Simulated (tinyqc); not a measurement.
Superjunction drift layer against a plain one, charge balance: two steps of the calculation.

Alternating n and p pillars of equal width wp, doping N and length Lp. When depleted, the lateral field peaks at Ex = q N wp/(2 eps0 eps_r) at the pillar junctions and a uniform vertical field Ey is added; breakdown is taken where Ex^2 + Ey^2 = Ef^2. Only the n pillars conduct, narrowed by the zero-bias depletion. A first-order model: the field peaks at the pillar ends are left out.

Parameters, values chosen for the exercise; values close to those of silicon: relative permittivity of the semiconductor eps_r = 12; critical field at a doping of 1e16 cm^-3 E16 = 0.405 MV/cm; mobility at low doping mx = 1320 cm^2/(V s); mobility at high doping mi = 90.6 cm^2/(V s); reference doping of the mobility Nr = 1.3e17 cm^-3; wanted breakdown voltage BV = 640 V.

Constants: q = 1.602176634e-19 C, eps0 = 8.8541878128e-14 F/cm where lengths are in cm. Results are converted to the units shown.

Question 1. Doping of the plain drift layer. Ec(N) = E16 (N/1e16 cm^-3)^(1/8); N(new) = eps0 eps_r Ec(N)^2/(2 q BV).

N after iteration 1 = 4.7788088e14 cm^-3

Give: Ec; N after iteration 2.

Answer 1.

Ec = 0.2769 MV/cm
N after iteration 2 = 3.973e14 cm^-3

Question 2. Thickness and resistance of the plain layer. Ec(N) = E16 (N/1e16 cm^-3)^(1/8), mu(N) = mi + (mx - mi)/(1 + (N/Nr)^0.9). W = 2 BV/Ec, Rsp = W/(q mu N).

N of the plain layer = 3.7361664e14 cm^-3

Wanted: mu; W; Rsp.

Answer 2.

mu = 1314 cm^2/(V s)
W = 47.67 um
Rsp = 60.61 mohm cm^2

Program tinyqc, `OMP_NUM_THREADS=1 python tinyqc.py 2590027 2590028 out.jsonl`; Intel Xeon 2.30GHz, shared host, one thread, about 0.01 s.
